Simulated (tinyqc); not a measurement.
Raising U: Hubbard chain of 4 sites, mean field against exact. Computed by the program tinyqc. Collinear unrestricted mean field (the lowest of 40 random starts) against exact diagonalisation.

one-body matrix (hopping and site energies) (eV):
```
,1,2,3,4
1,0.4000,-1.0700,0.0000,0.0000
2,-1.0700,-0.5600,-1.0700,0.0000
3,0.0000,-1.0700,-0.4100,-1.0700
4,0.0000,0.0000,-1.0700,0.5500
```

electrons, up and down: 2  2

Exact and mean-field results (eV):
```
U,U/t,E exact,E mean field,mean |n_up - n_down|,"double occupancy, exact",first gap in the sector
0.5400,0.5047,-4.550729,-4.527582,0.0000,0.2464,1.2910
1.0700,1.0000,-4.057768,-3.963679,0.0000,0.2188,1.1445
2.1400,2.0000,-3.235150,-2.852942,0.2763,0.1668,0.9094
3.2100,3.0000,-2.617918,-2.070309,0.6649,0.1234,0.7348
4.2800,4.0000,-2.163391,-1.596195,0.8066,0.0908,0.6054
6.4200,6.0000,-1.574475,-1.084000,0.9145,0.0515,0.4372
8.5600,8.0000,-1.226095,-0.820387,0.9523,0.0320,0.3381
12.8400,12.0000,-0.845320,-0.554466,0.9790,0.0154,0.2306
21.4000,20.0000,-0.522212,-0.340895,0.9925,0.0058,0.1400
```

What does the comparison show, and why?

In absolute terms mean field is worst at U/t = 4.0, 0.567 eV too high: at small U it is nearly exact, and at large U it misses only exchange-scale energies. Its local moments set in at U/t = 2.0 of those listed, a broken symmetry that the exact state of a finite cluster with equal spins does not have. Relative to the exact energy its error is 0.5 % at the smallest U, 35 % at most and 35 % at the largest. The double occupancy falls from 0.246 to 0.006.
